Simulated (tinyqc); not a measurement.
## Undoped symmetric double-gate MOSFET, analytic potential model: effect of the temperature

An undoped body of thickness ts between two equal insulators and tied gates; long channel, electrons only, n = ni exp((psi - V)/Vt) with V the quasi-Fermi potential (0 at the source, Vd at the drain), constant mobility, no quantisation. Across the body psi(x) = V - 2 Vt ln[(ts/(2 beta)) sqrt(q ni/(2 eps0 eps_r Vt)) cos(2 beta x/ts)], x from the centre. Q is the electron charge per area of the whole body.

Nc and Nv are given at 350 K and scale as (T/350 K)^1.5; Eg and mu are held fixed. ni = sqrt(Nc Nv) exp(-Eg/(2 Vt)), Eg in volts; r = eps_r tox/(eox ts); V0 = dphi + 2 Vt ln[(2/ts) sqrt(2 eps0 eps_r Vt/(q ni))]. beta (between 0 and pi/2) solves (Vg - V0 - V)/(2 Vt) = ln(beta) - ln(cos beta) + 2 r beta tan(beta). Q = 8 eps0 eps_r Vt beta tan(beta)/ts; I = mu (1/L)(4 eps0 eps_r/ts)(2 Vt)^2 [g(beta_s) - g(beta_d)] per width, g = beta tan(beta) - beta^2/2 + r beta^2 tan^2(beta), with beta_s at V = 0 and beta_d at V = Vd.  I(low) is taken at Vg = 0.23 V, Qs and I(high) at Vg = 0.98 V.

Inputs (values chosen for the exercise); material values close to those of silicon: band gap Eg = 1.1 eV; relative permittivity of the semiconductor eps_r = 11.8; conduction-band density of states at the reference temperature Nc = 3.52e19 cm^-3; valence-band density of states at the reference temperature Nv = 3.34e19 cm^-3; relative permittivity of the gate insulator eox = 25.7; insulator thickness tox = 9.1 nm; body thickness ts = 12 nm; gate work function less that of the intrinsic body dphi = 0.03 V; channel mobility mu = 230 cm^2/(V s); gate length L = 0.2 um; drain voltage Vd = 0.1 V.

Constants: q = 1.602176634e-19 C, kB = 1.380649e-23 J/K, Vt = kB T/q, eps0 = 8.8541878128e-14 F/cm where lengths are in cm. Results are converted to the units shown.

Effect of the temperature:
```
T (K)	V0 (V)	I(low) (nA/um)	Qs(high) (nC/cm^2)	I(high) (uA/um)
220	0.5191	6.839e-4	1808	182.1
250	0.5094	0.008589	1815	183.2
280	0.4995	0.06460	1825	184.7
310	0.4896	0.3364	1838	186.5
340	0.4795	1.334	1853	188.5
370	0.4692	4.291	1870	190.7
400	0.4589	11.73	1889	193.2
430	0.4485	28.12	1910	195.7
```

Read the table: what changes, and by how much?

As T goes from 220 to 430 K, I(low) rises from 6.84e-4 to 28.1 nA/um and I(high) rises from 182 to 196 uA/um. V0 falls from 0.519 to 0.448 V. In every row the surface density at the source at the higher gate voltage passes 0.3 Nc, where Boltzmann statistics fail. In every row the mobility is held fixed, though a real one changes with T.

Computed by the program tinyqc: `OMP_NUM_THREADS=1 python tinyqc.py 2440086 2440087 out.jsonl`, one thread of a shared Intel Xeon 2.30GHz, about 0.01 s for the whole run.
